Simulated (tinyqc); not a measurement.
From results back to parameters: special k points of the fcc lattice. Two cases, with inputs chosen for the exercise.

Problem. E(k) = -sqrt(D^2 + (e0 - t A_1(k))^2) with A_1 = 12 at Gamma and A_1 = 0 at b1/2; t > 0 and D > 0 are hidden.

Find: t; D.

Method. The difference of the squares is 144 t^2 - 24 e0 t; it is positive, so the quadratic has one positive root t; D^2 follows from either energy.

Case 1.

Values chosen (out of a larger set: the lattice of Si, GaAs, Cu and Al; not measured data): e0 = 1.37 eV (offset).

E at Gamma = -3.387418 eV
E at b1/2 = -2.983186 eV

Solution.

t = 0.290 eV
D = 2.650 eV

Case 2.

Values chosen (out of a larger set: the lattice of Si, GaAs, Cu and Al; not measured data): e0 = 2.32 eV (offset).

E at Gamma = -3.464693 eV
E at b1/2 = -3.259831 eV

Solution.

t = 0.410 eV
D = 2.290 eV

Computed by tinyqc, one run a case: `OMP_NUM_THREADS=1 python tinyqc.py N N+1 out.jsonl` with N = 1681765, 1681803; one thread of a shared Intel(R) Xeon(R) Processor @ 2.30GHz, about 0.2 s a run at most.
